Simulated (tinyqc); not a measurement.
## Input admittance of a MOSFET at zero drain bias: distributed channel and distributed gate: input impedance against frequency

Source and drain grounded, strong inversion, w = 2 pi f, Cox = eps0 eox/tox. The channel is an RC line of resistance 1/(mu Cox Vo) per square fed from both ends, so one finger has the intrinsic admittance y = i w Cox L tanh(g)/g per width, g = (1/2) sqrt(i w tau), tau = L^2/(mu Vo). The vertical resistance rv/L is in series with y, the overlaps 2 i w Cov in parallel: y_t = 1/(1/y + rv/L) + 2 i w Cov. The gate strip is a line of Rsh/L per length loaded by y_t, so a finger has Y = y_t Wf tanh(k)/k, k = (Wf/sd) sqrt(y_t Rsh/L); the device has Nf Y.

Low-frequency limits, with c = Cox L and ct = c + 2 Cov: R_strip = Rsh Wf/(3 sd^2 L Nf), R_ch = (c/ct)^2 L/(12 mu Cox Vo Wf Nf), R_vert = (c/ct)^2 rv/(L Wf Nf), C = ct Wf Nf. Z = 1/(Nf Y) = R + 1/(i w C), Q = |Im Z|/R, far-point signal |1/cosh k|.

Values chosen for this exercise; values of the order met in silicon radio-frequency transistors: relative permittivity of the gate insulator (close to silicon nitride) eox = 7.5; insulator thickness tox = 4.2 nm; channel length L = 0.2 um; finger width Wf = 0.65 um; number of fingers Nf = 16; channel mobility mu = 280 cm^2/(V s); gate overdrive Vo = 0.32 V; sheet resistance of the gate Rsh = 9.3 ohm/square; vertical resistivity of the gate stack rv = 2.9 ohm um^2; number of ends at which a finger is contacted sd = 1; overlap and fringe capacitance on each side Cov = 0.3 fF/um.

Constants: eps0 = 8.8541878128e-14 F/cm where lengths are in cm. Results are converted to the units shown.

The same in every row: low-frequency R (ohm) = 9.606.

Input impedance against frequency:

| f (GHz) | w tau | \|k\| | R (ohm) | C (fF) | Q | signal at the far point |
|---|---|---|---|---|---|---|
| 0.3 | 0.008415 | 0.01180 | 9.606 | 39.13 | 1411 | 1.000 |
| 0.7 | 0.01963 | 0.01803 | 9.606 | 39.13 | 604.9 | 1.000 |
| 2 | 0.05610 | 0.03048 | 9.606 | 39.13 | 211.7 | 1.000 |
| 4 | 0.1122 | 0.04310 | 9.606 | 39.13 | 105.9 | 1.000 |
| 9 | 0.2524 | 0.06464 | 9.606 | 39.12 | 47.06 | 1.000 |
| 20 | 0.5610 | 0.09629 | 9.604 | 39.10 | 21.19 | 0.9998 |
| 50 | 1.402 | 0.1516 | 9.588 | 38.95 | 8.524 | 0.9987 |
| 100 | 2.805 | 0.2112 | 9.535 | 38.42 | 4.344 | 0.9952 |
| 300 | 8.415 | 0.3264 | 9.009 | 33.93 | 1.735 | 0.9747 |

R falls from 9.61 to 9.01 ohm and C falls from 39.1 to 33.9 fF. Q goes as f^(-1.00) between the first two rows and f^(-0.84) between the last two, where w tau = 8.41 and |k| = 0.326. The low-frequency limits hold both R and C within 5 % up to f = 100 GHz among the rows.

Computed by the program tinyqc: `OMP_NUM_THREADS=1 python tinyqc.py 2262076 2262077 out.jsonl`, one thread of a shared Intel Xeon 2.30GHz, about 0.01 s for the whole run.
